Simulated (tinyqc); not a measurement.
Square on-chip spiral inductor, lumped pi model: two steps of the calculation.

Outer diameter do = di + 2 n wd + 2 (n - 1) sp, mean da = (do + di)/2, fill p = (do - di)/(do + di), length l = 4 n da. L = 2.34 mu0 n^2 da/(1 + 2.75 p), mu0 = 4 pi 1e-7 H/m. Rs = rho l/(wd delta (1 - exp(-th/delta))), delta = sqrt(rho/(pi f mu0)). Cs = n wd^2 eps0 eo/hu across the coil. At each end Cox = l wd eps0 eo/(2 ho) leads to the substrate branch Rsi = 2 rs he/(l wd) in parallel with Csi = l wd eps0 11.7/(2 he). With one end grounded Y = 1/(Rs + i w L) + i w Cs + 1/[1/(i w Cox) + 1/(1/Rsi + i w Csi)], w = 2 pi f; Q = -Im Y/Re Y. Eddy currents in neighbouring turns and in the substrate are left out.

Parameters, values chosen for the exercise; values of the order met in silicon radio-frequency processes: number of turns n = 5.5; line width wd = 20 um; space between turns sp = 2 um; inner diameter di = 60 um; metal thickness th = 2 um; metal resistivity rho = 1.9 uohm cm; oxide below the coil ho = 6.5 um; oxide between coil and underpass hu = 1.4 um; relative permittivity of the oxide eo = 3; substrate resistivity rs = 10 ohm cm; effective spreading depth in the substrate he = 50 um; frequency f = 4.4 GHz.

Constants: eps0 = 8.8541878128e-12 F/m. Results are converted to the units shown.

Task 1. Geometry and model elements. do, l, L, delta, Rs, Cs, Cox, Rsi and Csi as defined.

Wanted: do; l; L; delta; Rs; Cs; Cox; Rsi; Csi.

Result 1.

do = 298.0 um
l = 3938 um
L = 5.630 nH
delta = 1.046 um
Rs = 4.197 ohm
Cs = 41.74 fF
Cox = 160.9 fF
Rsi = 127.0 ohm
Csi = 81.59 fF

Task 2. Admittance, quality factor and apparent inductance. Series branch 1/(Rs + i w L), substrate branch, total Y, Q = -Im Y/Re Y, apparent inductance Im(1/Y)/w, metal-only value w L/Rs, share of the loss in the substrate Re(substrate branch)/Re Y.

L = 5.6297891 nH
Rs = 4.1971607 ohm
Cs = 41.741171 fF
Cox = 160.92827 fF
Rsi = 126.96800 ohm
Csi = 81.590632 fF

Find: series branch; substrate branch; Y; Q; apparent inductance; w L/Rs; share of the loss in the substrate.

Result 2.

series branch = 0.173-6.420i mS
substrate branch = 1.457+3.209i mS
Y = 1.630-2.058i mS
Q = 1.262
apparent inductance = 10.80 nH
w L/Rs = 37.08
share of the loss in the substrate = 89.38 %

Q is 3.40 % of the metal-only value.

Numbers from tinyqc (`OMP_NUM_THREADS=1 python tinyqc.py 2302196 2302197 out.jsonl`; about 0.01 s on one thread of a shared Intel Xeon 2.30GHz).
